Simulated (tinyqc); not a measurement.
Worked calculation: sp3 tight binding, zinc-blende lattice. One step of it, computed by the program tinyqc.

Task: Bloch Hamiltonian at X. Slater-Koster rules over the four bonds with direction cosines (l, m, n): ss V_ss; s-px l V_sp; px-s -l V_sp; px-px l^2 V_pps + (1 - l^2) V_ppp; px-py l m (V_pps - V_ppp); each times exp(i k.d).

Parameters chosen for this model: zinc-blende lattice, anion at 0, cation at a/4 (1,1,1); V = eta hbar^2 / (m d^2), hbar^2/m = 7.619964 eV angstrom^2:
```
parameter,value,unit
a,3.750000,angstrom
d,1.623798,angstrom
Es anion,-15.120000,eV
Ep anion,-7.540000,eV
Es cation,-11.090000,eV
Ep cation,-5.440000,eV
eta ss,-1.320000,
eta sp,1.420000,
eta pp sigma,2.220000,
eta pp pi,-0.630000,
V ss,-3.814723,eV
V sp,4.103718,eV
V pp sigma,6.415671,eV
V pp pi,-1.820663,eV
```

k point X (2 pi / a): 1  0  0

Give: H(k) at X.

Result:

H(k) at X (eV):
```
,a s,a px,a py,a pz,c s,c px,c py,c pz
a s,-15.120,0.000,0.000,0.000,0.000,0.000+9.477i,0.000,0.000
a px,0.000,-7.540,0.000,0.000,0.000-9.477i,0.000,0.000,0.000
a py,0.000,0.000,-7.540,0.000,0.000,0.000,0.000,0.000+10.982i
a pz,0.000,0.000,0.000,-7.540,0.000,0.000,0.000+10.982i,0.000
c s,0.000,0.000+9.477i,0.000,0.000,-11.090,0.000,0.000,0.000
c px,0.000-9.477i,0.000,0.000,0.000,0.000,-5.440,0.000,0.000
c py,0.000,0.000,0.000,0.000-10.982i,0.000,0.000,-5.440,0.000
c pz,0.000,0.000,0.000-10.982i,0.000,0.000,0.000,0.000,-5.440
```
